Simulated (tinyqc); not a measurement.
Composition and strain of an epitaxial Si(1-x)Ge(x) layer from Raman and X-ray peaks: one step, computed by the program tinyqc.

A (001) layer, biaxially strained in the plane. The Raman peaks follow empirical lines omega = w0 + c1 x + c3 x^3 + b eps (c3 for Si-Ge alone), with eps the in-plane strain.

Problem. Raman peaks. Insert x and eps in the three lines; the strain part is b eps.

Inputs (values chosen for the exercise, modelled on silicon-germanium):
```
quantity,value,unit
Ge fraction x,0.59,-
Si-Si: w0,520.8,1/cm
Si-Si: c1,-67.9,1/cm
Si-Si: strain coefficient b,-697,1/cm
Si-Ge: w0,399.8,1/cm
Si-Ge: c1,25.3,1/cm
Si-Ge: c3,-32,1/cm
Si-Ge: strain coefficient b,-598,1/cm
Ge-Ge: w0,280.3,1/cm
Ge-Ge: c1,20,1/cm
Ge-Ge: strain coefficient b,-447,1/cm
```

Substrate: relaxed alloy buffer.

in-plane strain eps = 6.574361 per mille

Give: Si-Si peak; Si-Ge peak; Ge-Ge peak; strain parts.

Solution.

Si-Si peak = 476.2 1/cm

Si-Ge peak = 404.2 1/cm

Ge-Ge peak = 289.2 1/cm

strain parts (1/cm): Si-Si -4.582, Si-Ge -3.931, Ge-Ge -2.939

Read as unstrained, the Si-Si peak would give x = 0.657 in place of 0.59.
